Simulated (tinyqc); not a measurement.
The 3-omega method: a line heater on a substrate with a thin film: one step, computed by the program tinyqc.

A current at angular frequency omega = 2 pi f heats the line at 2 omega with the amplitude P per length; the temperature swing Delta T at 2 omega gives a voltage at 3 omega. The substrate is taken as semi-infinite and isotropic, and the heat capacity of heater and film is left out.

Problem. Temperature swing of the bare substrate. Delta T_s = (P/(pi kappa)) int_0^infinity (sin x/x)^2 / sqrt(x^2 + (q b)^2) dx with (q b)^2 = i |q b|^2, averaged over the heater width (12 Gauss-Legendre points on each of the pieces 0, 14 log-spaced edges from 1e-5 to 1, and multiples of pi to 40 pi; the tail adds 1/(4 (40 pi)^2)). For |q| b much below 1: Delta T_s = (P/(pi kappa)) [-ln(|q| b) + eta - i pi/4], eta = 3/2 - C_E = 0.92278, with Euler's C_E = 0.5772157.

Inputs (values chosen for the exercise, modelled on amorphous silicon on germanium):
```
quantity                      value           unit
substrate conductivity kappa   61.8        W/(m K)
substrate heat capacity C      1.72  1e6 J/(m^3 K)
heater half-width b              22     micrometre
power amplitude per length P     18            W/m
current frequency f            3300             Hz
```

|q| b = 0.7474025

Give: in-phase Delta T_s; out-of-phase Delta T_s; in-phase, narrow-line form; out-of-phase, narrow-line form.

Solution.

in-phase Delta T_s = 0.11855 K

out-of-phase Delta T_s = -0.061269 K

in-phase, narrow-line form = 0.11255 K

out-of-phase, narrow-line form = -0.072816 K

The narrow-line form misses the in-phase part by -5.07 % and the out-of-phase part by +18.8 % at |q| b = 0.747.
